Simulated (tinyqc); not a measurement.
What moves the results: quantum-confined Stark effect in a modulator well. A value that a table varies takes the place of the one given here.

Envelopes on cells of 0.5 angstrom over the well |z| < L/2 and 45 angstrom of barrier on each side, psi = 0 beyond, psi'/m continuous (mean mass between points), c = hbar^2/2m0. The electron sees + e F z and the hole - e F z, each with its offset in the barriers; 1 kV/cm = 1e-5 eV/angstrom. Light holes, band mixing and escape by tunnelling are left out.

Exciton: in-plane function exp(-rho/lam), 1/mu = 1/me + 1/mp, E(lam) = c/(mu lam^2) - (q/eps) times the integral over k of Fm(k)(1 + (k lam/2)^2)^(-3/2), Fm(k) the double integral of psi_e^2 psi_h^2 exp(-k |z - z'|), q = e^2/(4 pi eps0); binding Eb = -E at the minimum. Line at Eg + E_e + E_h - Eb, strength proportional to overlap^2/lam^2.

Constants: hbar^2/2m0 = 3.80998211 eV angstrom^2; e^2/(4 pi eps0) = 14.39964547 eV angstrom; hc = 1239.841984 eV nm.

Inputs chosen for the exercise (near those of an InGaAsP well in InP; not measured data):

| symbol | value | unit | meaning |
|---|---|---|---|
| L | 118 | angstrom | well width |
| Vc | 0.203 | eV | conduction offset |
| Vv | 0.274 | eV | heavy-hole offset |
| me | 0.0494 | m0 | electron, well |
| meb | 0.0812 | m0 | electron, barrier |
| mh | 0.374 | m0 | heavy hole along z, well |
| mhb | 0.502 | m0 | heavy hole, barrier |
| Eg | 0.863 | eV | gap of the well |
| mp | 0.104 | m0 | heavy hole in the plane |
| eps | 13.3 |  | dielectric constant |
| Fs | (0, 23, 46, 69, 94, 122, 152) | kV/cm | fields |
| Ls | (56, 74, 92, 112, 136, 164) | angstrom | widths |
| F_L | 120 | kV/cm | field for this table |
| F | 120 | kV/cm | field |

## Raising the field

All quantities anew; shifts from zero field.

Results:

| F (kV/cm) | dE_e (meV) | dE_h (meV) | Eb (meV) | line shift (meV) | overlap^2 | relative strength |
|---|---|---|---|---|---|---|
| 0 | 0.00 | 0.00 | 5.98 | 0.00 | 0.956 | 1.000 |
| 23 | -0.59 | -1.66 | 5.79 | -2.06 | 0.836 | 0.831 |
| 46 | -2.33 | -5.94 | 5.44 | -7.73 | 0.617 | 0.553 |
| 69 | -5.15 | -11.81 | 5.10 | -16.09 | 0.430 | 0.347 |
| 94 | -9.34 | -19.31 | 4.80 | -27.47 | 0.285 | 0.207 |
| 122 | -15.27 | -28.62 | 4.53 | -42.45 | 0.178 | 0.118 |
| 152 | -22.86 | -39.37 | 4.31 | -60.57 | 0.107 | 0.065 |

How do the results move?

The line shift grows with exponent 1.91 in F at low field and 1.62 at the end, as the carriers come up against opposite walls and the dipole begins to saturate. The hole gives 74 % of the level shift in the second row and 63 % in the last. The largest shift is 10.1 times the zero-field binding, yet 72 % of the binding survives, since the walls stop the field from pulling the pair apart. Half the strength is gone between 46 and 69 kV/cm.

## Width of the well

Zero-field line, its shift at F_L and the relative strength.

Results:

| L (angstrom) | line at F = 0 (nm) | Eb (meV) | shift (meV) | relative strength | shift x strength (meV) |
|---|---|---|---|---|---|
| 56 | 1311.7 | 6.94 | -6.55 | 0.850 | 5.56 |
| 74 | 1348.5 | 6.63 | -13.06 | 0.632 | 8.26 |
| 92 | 1372.0 | 6.34 | -22.74 | 0.373 | 8.49 |
| 112 | 1389.2 | 6.05 | -36.61 | 0.163 | 5.98 |
| 136 | 1402.8 | 5.76 | -56.62 | 0.046 | 2.63 |
| 164 | 1413.1 | 5.45 | -83.28 | 0.008 | 0.66 |

What does this show?

The shift grows with exponent 2.48 in L over the first two rows and 2.06 over the last two, against 4 for hard walls at second order; leakage lowers it in narrow wells and saturation in wide ones. The strength falls from 0.85 to 0.01, and the product of the two is largest at 92 angstrom.

## What each parameter does

Zero-field line, shift at F, overlap^2 and Eb at F. Each row changes one parameter from the base and keeps the others.

Results:

| case | line (nm) | shift (meV) | overlap^2 | Eb (meV) |
|---|---|---|---|---|
| base | 1393.2 | -41.31 | 0.184 | 4.55 |
| L = 108 angstrom | 1386.3 | -33.61 | 0.269 | 4.90 |
| F = 96 kV/cm | 1393.2 | -28.47 | 0.275 | 4.78 |
| Vc = 0.162 eV | 1395.8 | -43.05 | 0.166 | 4.46 |
| Vv = 0.343 eV | 1393.0 | -40.52 | 0.191 | 4.58 |
| me = 0.0568 m0 | 1396.5 | -41.44 | 0.170 | 4.77 |
| mh = 0.318 m0 | 1392.0 | -40.30 | 0.202 | 4.57 |
| eps = 12 | 1394.9 | -40.98 | 0.184 | 5.34 |

What can be read from the table?

The largest shifts from the base row, up to three for each result and ties (the steps differ in size, so this ranks the rows, not the parameters). line (nm): L -6.9, me +3.4, Vc +2.6; unchanged at the printed digits by F. shift (meV): F +12.84, L +7.70, Vc -1.74. overlap^2: F +0.091, L +0.085, mh +0.018, Vc -0.018; unchanged at the printed digits by eps. Eb (meV): eps +0.79, L +0.35, F +0.23.

Run: tinyqc, `OMP_NUM_THREADS=1 python tinyqc.py 1250371 1250372 out.jsonl`; Intel(R) Xeon(R) Processor @ 2.30GHz, one thread, shared host; about 0.1 s of CPU time with all checks.
